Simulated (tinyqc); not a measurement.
Free and trapped electrons in a MOS channel with a dense trap tail: one step of the calculation.

p-type body, charge-sheet picture, full ionisation (an idealisation for deep acceptors), Boltzmann statistics for free electrons. e = Ec - EF at the surface. Acceptor-like traps of density D(E) = D0 + De exp(-E/Ew) at depth E below Ec, from 0 to Eu, hold n_t = integral of D(E)/(1 + exp((e - E)/Vt)). psi = Eg - Vt ln(Nv/Na) - e; N_dep = sqrt(2 eps0 eps_r Na (psi - Vt)/q); n_f = sqrt(N_dep^2 + 2 eps0 eps_r Vt Nc exp(-e/Vt)/q) - N_dep; Vg = Vfb + psi + q (N_dep + n_t + n_f)/Cox, Cox = eps0 eox/tox.

Problem. Charges and gate voltage. psi, N_dep, n_f and Vg as defined, with the n_t given; free share n_f/(n_f + n_t); apparent mobility mf n_f/(n_f + n_t); gate voltage spent on traps q n_t/Cox.

Values chosen for this exercise; band and dielectric values close to those of silicon:
- T = 400 K (temperature)
- Eg = 1.11 eV (band gap)
- eps_r = 11.7 (relative permittivity)
- Nc = 4.34e19 cm^-3 (conduction-band density of states at T)
- Nv = 4.13e19 cm^-3 (valence-band density of states at T)
- eox = 3.9 (relative permittivity of the insulator)
- tox = 49 nm (insulator thickness)
- Na = 2.9e16 cm^-3 (acceptor density)
- Vfb = -0.92 V (flat-band voltage without trapped charge)
- mf = 150 cm^2/(V s) (mobility of free electrons)
- e = 0.137 eV (Ec - EF at the surface)

Constants: q = 1.602176634e-19 C, kB = 1.380649e-23 J/K, Vt = kB T/q, eps0 = 8.8541878128e-14 F/cm where lengths are in cm. Results are converted to the units shown.

n_t = 4.0247448e10 cm^-2

Give: psi; N_dep; n_f; Vg; free share; apparent mobility; gate voltage spent on traps.

Solution.

psi = 0.72271 V
N_dep = 5.0804e11 cm^-2
n_f = 2.8035e11 cm^-2
Vg = 1.6866 V
free share = 87.446 %
apparent mobility = 131.17 cm^2/(V s)
gate voltage spent on traps = 0.091502 V

Computed by the program tinyqc: `OMP_NUM_THREADS=1 python tinyqc.py 2222045 2222046 out.jsonl`, one thread of a shared Intel Xeon 2.30GHz, about 0.02 s for the whole run.
